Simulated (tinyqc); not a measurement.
Gain against bias and Miller's formula: avalanche multiplication and breakdown of a junction from ionisation integrals. Computed by tinyqc, a small Python program. Command: `OMP_NUM_THREADS=1 python tinyqc.py 3014069 3014070 out.jsonl impact walk`. One thread of a shared host (Intel(R) Xeon(R) Processor @ 2.30GHz), about 0.01 s of CPU time with the checks.

Ionisation coefficients follow the local field. Position x runs through the depletion layer from the p side (x = 0), where electrons enter, to the n side (x = w), where holes enter. The built-in voltage is neglected.

Inputs (values chosen for the exercise, modelled on diamond):
```
quantity                               value    unit
electron prefactor a_n              2.01e+08    1/cm
electron field b_n                  7.78e+07    V/cm
hole prefactor a_p                  5.34e+06    1/cm
hole field b_p                      1.38e+07    V/cm
exponent c                                 1       -
permittivity eps                         5.7       -
doping N of the lightly doped side   2.5e+16  1/cm^3
```

Junction: one-sided abrupt n+p.

Constants: e = 1.602176634e-19 C; eps_0 = 8.8541878128e-12 F/m.

Method:
- alpha_n = a_n exp(-(b_n/F)^c), alpha_p = a_p exp(-(b_p/F)^c).
- Field F = F_m (1 - s), w = eps eps_0 F_m/(e N), V = F_m w/2, with s = 1 - x/w (the peak lies at the n+ side).
- With Phi(x) = int_0^x (alpha_n - alpha_p) dx': 1 - 1/M_n = I_n = int_0^w alpha_n exp(-Phi) dx and M_p = M_n exp(-Phi(w)); trapezoid rule on 401 even points; breakdown at I_n = 1.
- Solve I_n(F_m) = 1.
- Miller's exponent n is defined by 1 - 1/M = (V/V_B)^n for the larger M.

breakdown voltage = 926.094 V

critical field F_m = 3.83403 MV/cm

Gain:
```
V/V_B   V (V)  F_m (MV/cm)     M_n         M_p  Miller exponent n
0.50   463.05       2.7111  1.0000  5.1467e+00         3.1168e-01
0.60   555.66       2.9698  1.0000  2.0014e+01         1.0034e-01
0.70   648.27       3.2078  1.0000  1.2626e+02         2.2293e-02
0.80   740.88       3.4293  1.0003  1.3024e+03         3.4422e-03
0.90   833.48       3.6373  1.0142  2.2154e+04         4.2842e-04
0.95   879.79       3.7370  1.1285  1.2076e+05         1.6145e-04
0.98   907.57       3.7955  1.7108  5.0242e+05         9.8520e-05
0.99   916.83       3.8148  2.8058  1.1643e+06         8.5456e-05
```

What follows from these numbers?

The larger gain starts at 5.15 and reaches 1.16e6 at 0.99. Miller's exponent runs from 8.5e-5 to 0.31, so it is not a constant: a fit holds over a narrow range only. From the first row to the last the voltage grows by a factor 1.98 and the peak field by 1.41.

Extremes, crossings and ranges named in words are read from the listed rows.
